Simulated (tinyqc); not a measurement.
Trench capacitor in an array: capacitance, non-linearity, leakage and relaxation: two steps of the calculation.

A film between two metal electrodes, each interface adding a series capacitance ci. The small-signal permittivity is ek (1 + aq E^2); the field is found with the linear permittivity. Leakage J = J0 sinh(E/Ef). After a voltage step the film passes a relaxation current kr C V tt^(-nr), tt being the time in seconds. The sidewall is a coaxial capacitor with radii a = dm/2 - t and b = dm/2, depth AR dm; the end face is left out.

Values chosen for this exercise; permittivity of the order of that of hafnium oxide: relative permittivity of the film ek = 22.6; film thickness t = 14 nm; capacitance of each electrode interface (dead layer and screening) ci = 1000 uF/cm^2; quadratic field coefficient of the permittivity aq = 0.0099 cm^2/MV^2; bias V = 1.5 V; leakage prefactor J0 = 7.8e-10 A/cm^2; field for an e-fold rise of the leakage Ef = 0.49 MV/cm; diameter of the hole dm = 79 nm; aspect ratio, depth over diameter AR = 30; pitch of the square array pt = 170 nm; resistivity of the inner electrode rho = 1000 uohm cm.

Constants: eps0 = 8.8541878128e-14 F/cm where lengths are in cm. Results are converted to the units shown.

Problem 1. Planar capacitance, field and non-linearity. Planar film: Cf = eps0 ek/t, 1/C = 1/Cf + 2/ci, EOT = 3.9 eps0/C, effective permittivity C t/eps0, E = (V/t) C/Cf; quadratic coefficient [C(V)/C - 1]/V^2 with Cf (1 + aq E^2) in C(V).

Find: Cf; C; EOT; effective permittivity; E; quadratic coefficient; J.

Solution 1.

Cf = 1.4293 uF/cm^2
C = 1.4252 uF/cm^2
EOT = 2.4228 nm
effective permittivity = 22.536
E = 1.0684 MV/cm
quadratic coefficient = 5007.8 ppm/V^2
J = 3.4072e-9 A/cm^2

The interfaces take 0.285 % of the voltage.

Problem 2. Cell capacitance, fields and time constant. Per length 1/c = ln(b/a)/(2 pi eps0 ek) + (1/a + 1/b)/(2 pi ci); cell capacitance c AR dm; per footprint over pt^2; fields c V/(2 pi eps0 ek r) at r = a and b; resistance of the inner electrode rho AR dm/(pi a^2); time constant R C/3 of the distributed line.

Wanted: a; b; cell capacitance; capacitance per footprint; field at a; field at b; R; R C/3.

Solution 2.

a = 25.500 nm
b = 39.500 nm
cell capacitance = 6.7890 fF
capacitance per footprint = 23.491 uF/cm^2
field at a = 1.3402 MV/cm
field at b = 0.86520 MV/cm
R = 11.602 kohm
R C/3 = 26.254 ps

The array gives 16.5 times the planar capacitance per footprint; curvature makes the field at the inner electrode 1.25 times the planar value.

tinyqc, about 0.01 s, one thread, Intel Xeon 2.30GHz (shared host): `OMP_NUM_THREADS=1 python tinyqc.py 2102176 2102177 out.jsonl`
